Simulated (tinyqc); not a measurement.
# Changing the dose Q

Model: implant damage, amorphisation by cascade overlap, and solid-phase epitaxial regrowth. Computed by tinyqc, a small Python program. Command: `OMP_NUM_THREADS=1 python tinyqc.py 3112451 3112452 out.jsonl sper sweep`. One thread of a shared host (Intel(R) Xeon(R) Processor @ 2.30GHz), about 0.01 s of CPU time with the checks.

Range and width of the damage are inputs. Dynamic annealing enters only through the surviving share f.

Inputs (values chosen for the exercise, modelled on silicon ions in germanium):

| quantity | value | unit |
|---|---|---|
| atomic density N | 44.2 | 1/nm^3 |
| ion Z1 | 14 | - |
| ion mass M1 | 28 | u |
| target Z2 | 32 | - |
| target mass M2 | 72.63 | u |
| ion energy E | 37 | keV |
| displacement energy E_d | 16 | eV |
| depth of the damage peak R_d | 22 | nm |
| width of the damage profile s_d | 12 | nm |
| share of defects that survive f | 0.51 | - |
| critical displaced share x_c | 0.13 | - |
| regrowth prefactor v0 | 2e+16 | nm/s |
| regrowth energy E_a | 2.16 | eV |
| anneal temperature | 432 | C |
| rate relative to (100) | 0.04 | - |
| peak enhancement by the dopant | 3.7 | - |

Constants: a_0 = 0.529177210903 angstrom; e^2/(4 pi eps_0) = 14.39964548 eV angstrom; k_B = 8.617333262e-05 eV/K.

Method:
- Robinson partition: eps = E a M2/(Z1 Z2 (e^2/(4 pi eps_0)) (M1 + M2)), a = 0.8853 a_0/sqrt(Z1^(2/3) + Z2^(2/3)); k = 0.0793 Z1^(2/3) Z2^(1/2) (M1 + M2)^(3/2)/((Z1^(2/3) + Z2^(2/3))^(3/4) M1^(3/2) M2^(1/2)); damage energy T_d = E/(1 + k (eps + 0.40244 eps^(3/4) + 3.4008 eps^(1/6))); displacements nu = 0.8 T_d/(2 E_d).
- Displaced share x(z) = f nu Q exp(-(z - R_d)^2/(2 s_d^2))/(sqrt(2 pi) s_d N); the layer is amorphous where x > x_c, between R_d -/+ s_d sqrt(2 ln(x_max/x_c)), the upper edge being cut at the surface. Threshold dose Q_c = Q x_c/x_max.
- Displaced atoms per area beyond the lower edge z2: f nu Q (1/2) erfc((z2 - R_d)/(sqrt2 s_d)); they are not removed by regrowth.
- v = v0 x orientation factor x exp(-E_a/(k_B T)) x [1 + (enhancement - 1) exp(-(z - R_d)^2/(2 s_d^2))], T = anneal temperature + 273.15 K; the dopant is taken to follow the damage profile; the lower front moves from the lower edge z2 to the surface, or to the middle (z1 + z2)/2 of a buried layer with upper edge z1; time = int dz/v; the equivalent undoped distance is that time times the undoped velocity.

One run for each value:

| dose Q (1/cm^2) | lower edge (nm) | upper edge (nm) | displaced atoms beyond z2 (1/cm^2) | time with enhancement (s) |
|---|---|---|---|---|
| 1.30e+14 | 34.972 | 9.0283 | 4.3356e+15 | 13.84 |
| 2.60e+14 | 41.181 | 2.8195 | 3.4089e+15 | 24.03 |
| 5.40e+14 | 46.050 | 0.0000 | 2.9009e+15 | 64.89 |
| 1.10e+15 | 49.987 | 0.0000 | 2.5819e+15 | 75.60 |
| 2.30e+15 | 53.555 | 0.0000 | 2.3444e+15 | 86.45 |
| 4.70e+15 | 56.663 | 0.0000 | 2.1685e+15 | 96.49 |
| 9.70e+15 | 59.553 | 0.0000 | 2.0258e+15 | 106.10 |
| 2.00e+16 | 62.232 | 0.0000 | 1.9086e+15 | 115.14 |

Describe the trends.

Over the rows, lower edge (nm) rises from 35.0 to 62.2 (exponent d ln y / d ln x 0.24 between the first rows and 0.061 between the last); upper edge (nm) falls from 9.03 to 0, flat over part of the range; displaced atoms beyond z2 (1/cm^2) falls from 4.34e15 to 1.91e15 (exponent d ln y / d ln x -0.35 between the first rows and -0.082 between the last).  Left out: 3.00e13, 6.20e13 (the dose does not amorphise).

Caution (all rows): regrowth on (111) is not only slow but leaves twins, which a single velocity does not describe.
